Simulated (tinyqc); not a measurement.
Conduction-band offset of an n-N heterojunction from carrier-profile moments: one step of the calculation.

Layer 1 (x < 0) accumulates electrons and layer 2 (x > 0) is depleted. Boltzmann statistics. The bands bend down by V1 in layer 1 and up by V2 in layer 2, with V1 + V2 = VD = dE + Vt ln[(N2/Nc2)/(N1/Nc1)].

Problem. Division of the diffusion potential. Sheet densities from the first integral: Q1 = sqrt((2 eps0 eps_r Vt N1/q)(exp(u1) - u1 - 1)) extra electrons, Q2 = sqrt((2 eps0 eps_r Vt N2/q)(exp(-u2) + u2 - 1)) missing ones, u = V/Vt; neutrality Q1 = Q2 + si. Q1 - Q2 rises steadily with V1, so V1 follows by bisection.

Parameters, values chosen for the exercise; values of the order of III-V alloys:
- T = 300 K (temperature)
- eps_r = 11.7 (relative permittivity of both layers)
- Nc1 = 3.2e17 cm^-3 (density of states of the narrow-gap layer 1)
- Nc2 = 9.8e17 cm^-3 (density of states of the wide-gap layer 2)
- dE = 0.17 eV (conduction-band offset)
- N1 = 2.3e15 cm^-3 (donor density in layer 1)
- N2 = 1.1e16 cm^-3 (donor density in layer 2)
- si = -1.8e10 cm^-2 (fixed charge at the interface)

Constants: q = 1.602176634e-19 C, kB = 1.380649e-23 J/K, Vt = kB T/q, eps0 = 8.8541878128e-14 F/cm where lengths are in cm. Results are converted to the units shown.

Give: VD; V1; V2; Q1; n at x = 0-; n at x = 0+.

Solution.

VD = 0.18152 V
V1 = 0.069810 V
V2 = 0.11171 V
Q1 = 9.2736e10 cm^-2
n at x = 0- = 3.4236e16 cm^-3
n at x = 0+ = 1.4611e14 cm^-3

n drops across the interface by 234 = (Nc1/Nc2) exp(dE/Vt).

tinyqc, about 0.1 s, one thread, Intel Xeon 2.30GHz (shared host): `OMP_NUM_THREADS=1 python tinyqc.py 2410082 2410083 out.jsonl`
